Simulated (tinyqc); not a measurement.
Ellipsometry and reflectance of a transparent film on an absorbing substrate: one step of the calculation.

Air (index 1), film, substrate with N2 = n2 - i k2; time factor exp(+i w t). q_j = sqrt(N_j^2 - sin^2 th), root with positive real part. Fresnel coefficients r_s = (q_a - q_b)/(q_a + q_b), r_p = (N_b^2 q_a - N_a^2 q_b)/(N_b^2 q_a + N_a^2 q_b). tan(Psi) exp(i Delta) = R_p/R_s, Delta taken from 0 to 360 degrees.

Problem. Interface coefficients and thickness period. q0, q1, q2 and the coefficients r01 and r12 for p and s; the results repeat in d with the period lam/(2 q1).

Inputs (values chosen for the exercise); indices close to those of a porous low-k film on silicon: wavelength lam = 800 nm; angle of incidence th = 65 degrees; index of the transparent film n1 = 1.302; index of the substrate n2 = 3.692; extinction coefficient of the substrate k2 = 0.0065.

Give: q0; q1; q2; r01,p; r01,s; r12,p; r12,s; period.

Solution.

q0 = 0.4226
q1 = 0.9348
q2 = 3.579-0.007i
r01,p = -0.1322
r01,s = -0.3773
r12,p = 0.3549-0.0007i
r12,s = -0.5858+0.0006i
period = 427.9 nm

Program tinyqc, `OMP_NUM_THREADS=1 python tinyqc.py 2870184 2870185 out.jsonl`; Intel Xeon 2.30GHz, shared host, one thread, about 0.01 s.
